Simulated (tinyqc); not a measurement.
Worked calculation: Hubbard chain of 2 sites. Computed by tinyqc, a small Python program that keeps every step. Settings: hopping = 0.71, U = 1.0, mixing = 0.2, iteration cap = 55. Command: `OMP_NUM_THREADS=1 python tinyqc.py 28826 28827 out.jsonl` (the two numbers bound the seeds that draw the settings). One thread of a shared host (Intel(R) Xeon(R) Processor @ 2.60GHz), about 0.2 s of CPU time with the checks. Later iterations appear only in the table of the cycle.

## Mean-field iteration 1

one-body matrix (hopping and site energies) (eV):
```
,1,2
1,0.000000,-0.710000
2,-0.710000,0.000000
```

U = 1.000000 eV

electrons, up and down: 1  1

mixing = 0.200000

n(up) at the start (a guess, not normalised): 1 0.550000, 2 0.450000

n(down) at the start (a guess): 1 0.450000, 2 0.550000

H(up) = T + U n(down), H(down) = T + U n(up); fill the lowest levels; n(new) = n + mixing (n(out) - n); E = tr T (rho up + rho down) + U sum n_up n_down of the output.

levels, up (eV): -0.211758  1.211758

levels, down (eV): -0.211758  1.211758

energy = -0.918959 eV

n(up) after iteration 1: 1 0.547025, 2 0.452975

n(down) after iteration 1: 1 0.452975, 2 0.547025

## Mean-field iteration 2

As before.

levels, up (eV): -0.211556  1.211556

levels, down (eV): -0.211556  1.211556

energy = -0.919079 eV

n(up) after iteration 2: 1 0.544229, 2 0.455771

n(down) after iteration 2: 1 0.455771, 2 0.544229

## Convergence

Each step fills the lowest levels of T + U n(other spin) and sets n(new) = n + mixing (n(out) - n); stop when output and input agree to 1e-8.

Course of the cycle:
```
iteration,E (eV),largest |n(out) - n(in)|,mean |n_up - n_down|
1,-0.91895935,1.49e-02,0.070249
2,-0.91907942,1.40e-02,0.066087
3,-0.91918558,1.31e-02,0.062173
4,-0.91927945,1.24e-02,0.058492
5,-0.91936247,1.16e-02,0.055028
6,-0.91943589,1.09e-02,0.051770
7,-0.91950083,1.03e-02,0.048706
8,-0.91955828,9.66e-03,0.045823
9,-0.91960910,9.08e-03,0.043110
10,-0.91965407,8.54e-03,0.040559
11,-0.91969385,8.03e-03,0.038159
...,...,...,...
45,-0.91999516,1.01e-03,0.004799
46,-0.91999572,9.48e-04,0.004515
47,-0.91999621,8.92e-04,0.004248
48,-0.91999665,8.39e-04,0.003996
49,-0.91999703,7.90e-04,0.003760
50,-0.91999737,7.43e-04,0.003538
51,-0.91999767,6.99e-04,0.003328
52,-0.91999794,6.58e-04,0.003131
53,-0.91999818,6.19e-04,0.002946
54,-0.91999839,5.82e-04,0.002772
55,-0.91999857,5.48e-04,0.002608
```

Not converged within 55 iterations: the residual falls steadily but slowly, by a factor of about 0.94 a step. The lowest mean-field energy found from random starts is -0.92000 eV. Reruns (cap 100 unless said): mixing 0.5: converged in 90 (E = -0.92000); mixing 0.9: converged in 47 (E = -0.92000); the original settings with a cap of 400: converged in 234 (E = -0.92000).

## The many-body Hamiltonian

Basis: all placements (u, d, 2, 0 on each site), up operators ordered before down ones; hops carry the sign of the same-spin electrons passed.

H (eV), lower triangle:
```
,20,ud,du,02
20,1.000000
ud,-0.710000,0.000000
du,-0.710000,0.000000,0.000000
02,0.000000,-0.710000,-0.710000,1.000000
```

## Exact diagonalisation (4 states)

Lowest levels of the sector, and the double occupancy of the lowest state.

lowest levels (eV): -1.005457  0.000000  1.000000  2.005457

double occupancy per site = 0.166969
